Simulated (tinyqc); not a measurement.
Inside a calculation. Method: plane-wave Kohn-Sham cycle with exchange-only LDA in a layered model solid. One step of it, computed by the program tinyqc.

Question. Iteration 1: levels at that k. Diagonalise the Hermitian matrix.

H (hartree), lower triangle:
```
           -3         -2         -1         +0         +1         +2        +3
-3   1.769657
-2  -0.350000   0.637412
-1  -0.070000  -0.350000  -0.018099
+0   0.000000  -0.070000  -0.350000  -0.196875
+1   0.000000   0.000000  -0.070000  -0.350000   0.101085
+2   0.000000   0.000000   0.000000  -0.070000  -0.350000   0.875779
+3   0.000000   0.000000   0.000000   0.000000  -0.070000  -0.350000  2.127208
```

Give: eigenvalues.

Answer.

eigenvalues (hartree): -0.6891  -0.0688  0.3011  0.7224  0.9422  1.8697  2.2187
